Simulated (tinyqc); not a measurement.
Shrinking the mesa: defect, radiative and Auger recombination at equal electron and hole densities (ABC model).

J/(e d) = Ae n + B n^2 + C n^3 with Ae = A + 4 S/w (four side walls, carriers spread evenly), e = 1.602176634e-19 C, lengths in cm; internal efficiency IQE = B n^2/(Ae n + B n^2 + C n^3); all injected carriers recombine in the layer.

Inputs chosen for the exercise (orders of magnitude like those quoted for Si; shifted at random, so the results belong to these values and not to a real crystal):

| symbol | value | unit | meaning |
|---|---|---|---|
| A | 27000 | 1/s | defect rate |
| B | 3.8e-15 | cm^3/s | radiative coefficient |
| C | 8.7e-31 | cm^6/s | Auger coefficient |
| d | 260000 | nm | active thickness |
| S2 | 10 | cm/s | recombination velocity of the side walls in this comparison |
| J | 1200 | A/cm^2 | current density |

S = S2; w takes the values listed.

Results:

| w (micrometre) | Ae (1/s) | IQE_max | J at the peak (A/cm^2) | IQE at J |
|---|---|---|---|---|
| 200 | 2.90e+04 | 0.0118 | 44.6 | 0.00600 |
| 100 | 3.10e+04 | 0.0114 | 49.3 | 0.00598 |
| 50 | 3.50e+04 | 0.0108 | 59.1 | 0.00594 |
| 20 | 4.70e+04 | 0.00931 | 91.9 | 0.00582 |
| 10 | 6.70e+04 | 0.00781 | 156 | 0.00563 |
| 5 | 1.07e+05 | 0.00619 | 315 | 0.00526 |
| 2 | 2.27e+05 | 0.00426 | 970 | 0.00423 |
| 1 | 4.27e+05 | 0.00311 | 2.50e+03 | 0.00287 |

The walls equal the bulk defect rate at w = 4 S/A = 14.8 micrometre. From 200 to 1 micrometre the peak efficiency falls from 0.0118 to 0.00311 and moves to a current 56 times higher; at the fixed J the efficiency goes from 0.006 to 0.00287. For large w diffusion to the walls, left out here, would limit the loss. Rows with w below the thickness of the layer describe needles rather than mesas and are formal.

(tinyqc, `OMP_NUM_THREADS=1 python tinyqc.py 1652139 1652140 out.jsonl`, Intel(R) Xeon(R) Processor @ 2.30GHz, 1 thread, shared host, about 0.01 s.)
